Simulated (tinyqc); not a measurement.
The liquidus: liquidus of a compound AB in a simple-solution melt, liquid-phase epitaxy and vapour pressures. Computed by tinyqc, a small Python program. Command: `OMP_NUM_THREADS=1 python tinyqc.py 3026390 3026391 out.jsonl liq35 walk`. One thread of a shared host (Intel(R) Xeon(R) Processor @ 2.30GHz), about 0.03 s of CPU time with the checks.

x is the atom fraction of B in the melt. The melt is a simple solution: R T ln gamma_B = W (1 - x)^2, R T ln gamma_A = W x^2, W = a + b T. The solid AB is stoichiometric.

Inputs (values chosen for the exercise, for a model compound):
```
quantity               value       unit
melting point T_F       1528          K
entropy of fusion S_F   68.8  J/(mol K)
interaction a           16.7     kJ/mol
interaction slope b    -33.3  J/(mol K)
```

Constants: R = 8.314462618 J/(mol K).

Method. Liquidus (Vieland): f(x) = R T ln[4 x (1 - x)] + 2 W (1/2 - x)^2 + S_F (T_F - T) = 0.

Solubility; ideal: W = 0; dilute: (1/4) exp[-(S_F (T_F - T) + W/2)/(R T)]:
```
T (K)           x       ideal      dilute  W (kJ/mol)
764    1.2676e-04  6.3723e-05  1.2679e-04     -8.7412
886    1.4784e-03  6.2261e-04  1.4838e-03    -12.8038
1008   9.3111e-03  3.5123e-03  9.5733e-03    -16.8664
1131   3.6980e-02  1.3886e-02  4.1740e-02    -20.9623
1253   9.7994e-02  4.2469e-02  1.3515e-01    -25.0249
1375   1.9759e-01  1.1213e-01  3.5526e-01    -29.0875
1467   3.1058e-01  2.3022e-01  6.6205e-01    -32.1511
1513   4.0671e-01  3.5968e-01  8.7848e-01    -33.6829
```

What follows from these numbers?

x over the ideal value is 1.99 in the first row and 1.13 in the last, and lies between 1.13 and 2.66: W > 0 lowers the solubility and W < 0 raises it, by about exp(-W/(2 R T)) when dilute. The dilute form is within 5 % in 3 of the eight rows. Near T_F the liquidus closes as a parabola about x = 1/2.

Extremes, crossings and ranges named in words are read from the listed rows.
